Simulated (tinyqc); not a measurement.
Thermal stress, cracking, delamination and buckling of a thin film; Griffith cracks and misfitting inclusions: one step, computed by the program tinyqc.

Isotropic linear elasticity; the substrate is much thicker than the film; stress is positive in tension.

Problem. Elastic mismatch. Dundurs alpha = (Ebar - Ebar_s)/(Ebar + Ebar_s), with Ebar_s = E_s/(1 - nu_s^2). The channel-crack factor is taken as g = 1.258 (1 - alpha)^(-0.7), a rough interpolation chosen for the exercise (1.258 is the value for matched materials).

Inputs (values chosen for the exercise, for a model film):

| quantity | value | unit |
|---|---|---|
| deposition temperature T_d | 1150 | K |
| final temperature T | 300 | K |
| substrate Young's modulus E_s | 134 | GPa |
| substrate Poisson ratio nu_s | 0.24 | - |

Ebar = 443.7934 GPa

Give: Dundurs alpha; factor g.

Solution.

Dundurs alpha = 0.5147

factor g = 2.087

A stiff film on a softer substrate opens wider and cracks more easily.
